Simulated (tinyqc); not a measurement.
# MOSFET in the linear regime without short-channel effects, parameter extraction from computed curves: extraction methods against the temperature

Inversion charge Q = Cox n Vt W0(exp((Vg - VT)/(n Vt))), W0 the Lambert function and n = nf; u = Q/Cox; mobility mu = mu0/(1 + th1 u + th2 u^2); channel resistance Rch = (L - dL)/(W mu Q); Id = Vd/(Rch + Rsd/W). Cox = eps0 eox/tox. Small Vd, no channel-length or drain effects.

From the continuous curve Id(Vg): tangent at peak gm (V_ext = Vg - Id/gm); constant current Id = 0.1 uA W/L; peak of d2Id/dVg2; Y = Id/sqrt(gm) drawn through Vg = VT + 0.6 and VT + 0.8 V, with intercept VT_Y and slope s. Mobilities gm,max L/(W Cox Vd) and s^2 L/(W Cox Vd) with the drawn L. Last column: share of Rsd/W in the total resistance at VT + 0.8 V.

Parameters, values chosen for the exercise; channel values of the order met in silicon transistors:
- eox = 3.9 (relative permittivity of the gate insulator (close to silicon dioxide))
- tox = 5.5 nm (insulator thickness)
- mu0 = 410 cm^2/(V s) (low-field mobility)
- th1 = 0.47 1/V (first mobility attenuation factor)
- th2 = 0 1/V^2 (second mobility attenuation factor)
- VT = 0.46 V (threshold voltage)
- nf = 1.43 (body factor)
- W = 10 um (gate width)
- L = 0.25 um (drawn gate length)
- dL = 0.014 um (drawn less effective length)
- Rsd = 340 ohm um (source plus drain resistance)
- Vd = 0.025 V (drain voltage)

Constants: q = 1.602176634e-19 C, kB = 1.380649e-23 J/K, Vt = kB T/q, eps0 = 8.8541878128e-14 F/cm where lengths are in cm. Results are converted to the units shown.

Result of one run:
```
V_ext (V)	constant current (V)	second derivative (V)	VT_Y (V)	mobility from gm (cm^2/(V s))	mobility from Y (cm^2/(V s))	series share (%)
0.458	0.459	0.451	0.503	292	398	16.5
```

Which temperature T gave this result: 77, 150, 220, 300 or 450 K?

T = 220 K.

The whole series:
```
T (K)	V_ext (V)	constant current (V)	second derivative (V)	VT_Y (V)	mobility from gm (cm^2/(V s))	mobility from Y (cm^2/(V s))	series share (%)
77	0.465	0.479	0.458	0.486	341	422	17.2
110	0.464	0.476	0.457	0.492	326	417	17.0
150	0.463	0.471	0.455	0.497	312	410	16.8
220	0.458	0.459	0.451	0.503	292	398	16.5
300	0.451	0.441	0.446	0.506	275	385	16.2
370	0.444	0.424	0.442	0.506	263	374	16.0
450	0.434	0.402	0.435	0.504	251	361	15.8
```

The model has VT = 0.46 V and mu0 = 410 cm^2/(V s). Over the table the extracted thresholds move by 30 mV (tangent), 77 mV (constant current), 22 mV (second derivative), 20 mV (Y function). The mobility from gm falls from 341 to 251 and that from Y falls from 422 to 361 cm^2/(V s).

Numbers from tinyqc (`OMP_NUM_THREADS=1 python tinyqc.py 2210060 2210061 out.jsonl`; about 0.01 s on one thread of a shared Intel Xeon 2.30GHz).
